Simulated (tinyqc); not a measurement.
Etch lag against aspect ratio: ion-assisted plasma etching: sheath, surface coverage, synergy and aspect-ratio dependence. Computed by tinyqc, a small Python program. Command: `OMP_NUM_THREADS=1 python tinyqc.py 3026094 3026095 out.jsonl etch walk`. One thread of a shared host (Intel(R) Xeon(R) Processor @ 2.30GHz), about 0.04 s of CPU time with the checks.

Radicals adsorb on bare sites; ions remove covered sites with a high yield and bare sites by sputtering; a slow spontaneous reaction acts everywhere, walls included.

Inputs (values chosen for the exercise, close to those used for silicon in a halogen plasma):
```
quantity,value,unit
plasma density n_e,1.6e+11,1/cm^3
electron temperature T_e,4.7,eV
ion mass M_i,80,u
sheath voltage V,290,V
radical density n,1.4e+13,1/cm^3
radical mass M_n,80,u
gas temperature T_g,350,K
sticking coefficient s,0.098,-
radicals per removed unit x,3,-
yield slope b,0.38,eV^(-1/2)
threshold E_th,11,eV
sputter slope b_p,0.026,eV^(-1/2)
sputter threshold E_p,31,eV
spontaneous reaction probability k_c,0.00041,-
solid density N,5e+22,1/cm^3
ion temperature T_i,0.11,eV
```

Feature: long trench.

Constants: e = 1.602176634e-19 C; u = 1.6605390666e-27 kg; k_B = 1.380649e-23 J/K; eps_0 = 8.8541878128e-12 F/m.

Method:
- Bohm speed u_B = sqrt(e T_e/M_i); ion flux G_i = 0.61 n_e u_B; radical flux G_n = n c/4 with c = sqrt(8 k_B T_g/(pi M_n)).
- Debye length lambda_D = sqrt(eps_0 T_e/(e n_s)) with n_s = 0.61 n_e, T_e in volts; Child-law sheath d = (sqrt2/3) lambda_D (2 V/T_e)^(3/4); ion energy E = V + T_e/2; angular spread = arctan(sqrt(T_i/E)).
- Yields: Y = b (sqrt(E) - sqrt(E_th)) on covered sites, Y_p = b_p (sqrt(E) - sqrt(E_p)) on bare ones (zero below threshold).
- Steady coverage: s G_n (1 - theta) = x Y G_i theta; removal flux = Y G_i theta + Y_p G_i (1 - theta) + k_c G_n; rate = flux/N, 1 cm/s = 6e8 nm/min.
- Lateral rate = k_c G_n/N; anisotropy = 1 - lateral/vertical; synergy = vertical/(ions alone + radicals alone), with ions alone Y_p G_i/N and radicals alone the lateral rate.
- Transmission of a long trench, rough form: K = (1 + ln(1 + A))/(1 + A + ln(1 + A)), walls that scatter diffusely without loss. With a loss probability S = s (1 - theta) at the floor, G_b/G_n = K/(K + S - K S); theta follows G_b, and the two are solved together. Ions are taken to reach the floor unshadowed; G_b replaces G_n in every term of the rate; A is depth over width.

yield Y = 5.23702

sputter yield Y_p = 0.299793

ion flux G_i = 2.32372e+16 1/(cm^2 s)

radical flux G_n = 1.06523e+17 1/(cm^2 s)

vertical rate = 122.393 nm/min

coverage theta = 0.0277995

Floor of the feature:
```
A,K,G_b/G_n,theta,rate (nm/min),relative rate
0.5,0.73760,0.96719,0.026912,121.15,0.98988
1.0,0.62869,0.94665,0.026356,120.38,0.98353
2.0,0.51203,0.91658,0.025540,119.24,0.97422
5.0,0.35830,0.85373,0.023830,116.85,0.95472
10.0,0.25361,0.77996,0.021816,114.04,0.93175
20.0,0.16821,0.67779,0.019012,110.13,0.89978
50.0,0.08978,0.50520,0.014240,103.47,0.84536
100.0,0.05317,0.36668,0.010376,98.07,0.80130
```

K falls by a factor 13.9 over the rows and the rate by 1.24. Among these rows the rate stays within 10 % of the open-field value up to A = 10, with an open-field coverage below one half; sputtering, which needs no radicals, carries much of the rate in the last rows. Caution: rows with A above about 1/(2 tan(ion spread)) or 1/sqrt(k_c), often 10 to 30, are formal: ion shadowing, radical loss on the walls, redeposition of sputtered material and, in fluorocarbon plasmas, polymer growth are left out and add to the lag.
